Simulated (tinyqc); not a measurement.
Worked calculation: armchair graphene nanoribbon in tight binding. Values are carried at full precision from step to step, so a last printed digit may differ when a step is redone from the rounded ones.

An armchair ribbon of N dimer lines, width (N - 1) sqrt3 acc/2, period 3 acc, one pz orbital a site. In line n, A_n binds to B_n with -t exp(ik/3), times (1 + d) in the two edge lines, and to B_(n-1) and B_(n+1) with -t exp(-ik/6); k runs from -pi to pi. For d = 0 the modes across the ribbon are sin(n p pi/(N + 1)), p = 1 to N, with E = -/+ t sqrt(1 + 4 c^2 + 4 c cos(k/2)), c = cos(p pi/(N + 1)).

Values chosen for the exercise (near those used for graphene; shifted at random, so the results belong to these values and not to a real crystal):
- t = 2.96 eV (hopping)
- N = 6 (dimer lines)
- k = 2.92 (k times the period 3 acc)
- d = 0.06 (relative strengthening of the edge bonds)

## Transverse modes without edge correction

For each p give c, |E| at k = 0, t |1 + 2c|, and |E| at the given k.

Modes:
```
p        c  |E| at k = 0 (eV)  |E| at k (eV)
1   0.9010             8.2937         6.3798
2   0.6235             6.6511         4.9801
3   0.2225             4.2773         3.3703
4  -0.2225             1.6427         3.1040
5  -0.6235             0.7311         4.4687
6  -0.9010             2.3737         5.8068
```

N = 6 = 3 x 2 + 0. No mode has c = -1/2; the nearest, p = 5, leaves a gap of 1.4621 eV.

## The Hamiltonian at k

Fill in the matrix.

H(k) (eV), lower triangle (Hermitian):
```
                 A1               A2               A3               A4               A5               A6
A1                0
A2                0                0
A3                0                0                0
A4                0                0                0                0
A5                0                0                0                0                0
A6                0                0                0                0                0                0
B1  -1.7650+2.5941i  -2.6163-1.3843i                0                0                0                0
B2  -2.6163-1.3843i  -1.6651+2.4472i  -2.6163-1.3843i                0                0                0
B3                0  -2.6163-1.3843i  -1.6651+2.4472i  -2.6163-1.3843i                0                0
B4                0                0  -2.6163-1.3843i  -1.6651+2.4472i  -2.6163-1.3843i                0
B5                0                0                0  -2.6163-1.3843i  -1.6651+2.4472i  -2.6163-1.3843i
B6                0                0                0                0  -2.6163-1.3843i  -1.7650+2.5941i

    B1  B2  B3  B4  B5  B6
B1   0
B2   0   0
B3   0   0   0
B4   0   0   0   0
B5   0   0   0   0   0
B6   0   0   0   0   0   0
```

## Levels at k

Diagonalise H.

levels (eV): -6.3915  -5.8166  -5.0239  -4.5090  -3.4540  -3.1884  3.1884  3.4540  4.5090  5.0239  5.8166  6.3915

The levels come in pairs +E, -E because only A-B bonds occur.

## The gap with the edge correction

First order in d: for the mode p nearest to c = -1/2 the gap is 2t |1 + 2c + d w|, w = 4 sin^2(p pi/(N + 1))/(N + 1) being the weight on the two edge lines. Compare with twice the smallest |E| of H(0).

p = 5
w = 0.3493
gap to first order = 1.3381 eV
gap from H(0) = 1.3407 eV

First order misses the full value by -2.6 meV.

## Checks

- Positive levels of H(k) for d = 0 against the mode formula: they agree to 1e-10 or better.

Computed by tinyqc, a small Python program: `OMP_NUM_THREADS=1 python tinyqc.py 1481834 1481835 out.jsonl` (the numbers bound the seed that draws the inputs); one thread of a shared host (Intel(R) Xeon(R) Processor @ 2.30GHz), about 0.01 s for the whole set of steps.
